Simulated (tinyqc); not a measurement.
Time-domain thermoreflectance: layered heat flow under a modulated pulse train, and what the signal ratio measures: one step, computed by the program tinyqc.

Pulses repeat at 80 MHz; heat is laid down at the surface, all layers are isotropic.

Problem. Length and time scales. Penetration depth sqrt(kappa/(pi f C)); effusivity sqrt(kappa C); cooling time of the metal d C_m/G; Kapitza length kappa/G.

Inputs (values chosen for the exercise, modelled on aluminium on sapphire): metal thickness d = 110 nm; metal heat capacity = 2.42 MJ/(m^3 K); boundary conductance G under the metal = 170 MW/(m^2 K); substrate conductivity kappa = 33.9 W/(m K); substrate heat capacity C = 3.12 MJ/(m^3 K); modulation frequency f = 9.8 MHz; spot radius w (1/e^2, pump and probe) = 4.7 micrometre.

Stack: metal, substrate.

Give: penetration depth; effusivity; cooling time of the metal; Kapitza length; depth over spot radius.

Solution.

penetration depth = 0.5941 micrometre

effusivity = 10284 W s^(1/2)/(m^2 K)

cooling time of the metal = 1566 ps

Kapitza length = 199.4 nm

depth over spot radius = 0.1264
